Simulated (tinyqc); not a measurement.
Arrhenius fit: deep-level transient spectroscopy (DLTS) of one majority-carrier trap. Computed by tinyqc, a small Python program. Command: `OMP_NUM_THREADS=1 python tinyqc.py 3031871 3031872 out.jsonl dlts walk`. One thread of a shared host (Intel(R) Xeon(R) Processor @ 2.30GHz), about 0.07 s of CPU time with the checks.

A filling pulse loads the traps in a one-sided junction; under reverse bias they empty at the rate e, and the capacitance relaxes as C(t) = C_0 - dC exp(-e t). The signal is S = [C(t_2) - C(t_1)]/dC.

Inputs (values chosen for the exercise, with mass and screening modelled on ZnSe): density-of-states mass m = 0.151 m_0; valleys M = 1; trap depth E_t = 0.479 eV; cross-section sigma_0 = 4.8e-14 cm^2; degeneracy ratio g = 2; gate time t_1 = 0.001 s; ratio t_2/t_1 = 2.5.

Carriers: electrons. Extra term: none.

Constants: k_B = 8.617333262e-05 eV/K; k_B = 1.380649e-23 J/K; m_0 = 9.1093837015e-31 kg; h = 6.62607015e-34 J s.

Method:
- e = g sigma v N_b exp(-E/k_B T), v = sqrt(3 k_B T/m), N_b = 2 M (2 pi m k_B T/h^2)^(3/2), sigma = sigma_0, E = E_t.
- S(e) = exp(-e t_1) - exp(-e t_2) peaks at the rate window e_0 = ln(t_2/t_1)/(t_2 - t_1).
- t_1 is scaled by 0.1, 0.3, 1, 3, 10 and 30 at fixed t_2/t_1; each T_p by bisection.
- Least squares of ln(e_0/T_p^2) on 1/(k_B T_p): slope -E_a, intercept ln(gamma sigma_a) with gamma = v N_b/T^2 = sqrt(3 k_B/m) 2 M (2 pi m k_B/h^2)^(3/2). For comparison, the slope of ln e_0 alone.

Arrhenius data:
```
t_1 (s)  e_0 (1/s)  T_p (K)  1/(k_B T_p) (1/eV)  ln(e_0/T_p^2)
0.0001     6108.60  275.333             42.1473       -2.51851
0.0003     2036.20  262.317             44.2386       -3.52026
0.0010      610.86  249.343             46.5403       -4.62279
0.0030      203.62  238.536             48.6489       -5.63279
0.0100       61.09  227.683             50.9680       -6.74362
0.0300       20.36  218.577             53.0911       -7.76061
```

apparent depth E_a = 0.47900 eV

intercept = 17.670

gamma = 4.9173e+20 cm^-2 s^-1 K^-2

apparent cross-section = 9.6000e-14 cm^2

slope without T^2 = 0.52115 eV

The apparent depth is 0.4790 eV against E_t = 0.479 eV, and the apparent cross-section is 2.00 times sigma_0: only the degeneracy ratio enters. Leaving out the T^2 factor overstates the slope by 42 meV, about 2 k_B T_p.

Extremes, crossings and ranges named in words are read from the listed rows.
